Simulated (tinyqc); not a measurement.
Length of a polyene: Hueckel, PPP and singles CI along the polyenes. Computed by the program tinyqc. Hueckel uses the same beta without repulsion; CIS keeps all single excitations and so misses the low, doubly excited 2Ag state. W is the valence ionisation energy of a centre, MN the Mataga-Nishimoto formula, f the oscillator strength.

All-trans chains of carbon centres 1.40 angstrom apart:
```
parameter,value
"beta (eV), times 1 +/- alternation",-2.180000
alternation,0.050000
W (eV),11.160000
gamma_rr (eV),10.420000
repulsion formula,Ohno
```

Gaps and excitations (eV):
```
centres,Hueckel gap,PPP orbital gap,bright singlet (CIS),f,lowest triplet (CIS)
2,4.578,11.898,6.128,0.525,3.028
6,2.213,8.273,4.042,1.387,1.671
8,1.795,7.545,3.535,1.737,1.434
10,1.526,7.070,3.184,2.050,1.293
```

Estimate the missing row, centres = 4.

Computed row:
```
centres  Hueckel gap  PPP orbital gap  bright singlet (CIS)      f  lowest triplet (CIS)
4              2.954            9.494                 4.822  0.989                 2.109
```

The Hueckel gap tends to 4 x alternation x |beta| = 0.44 eV for long chains. Exchange opens the PPP orbital gap, and the attraction of electron and hole brings the bright state 3.89 eV below it at 10 centres; the triplet lies 1.89 eV lower still.
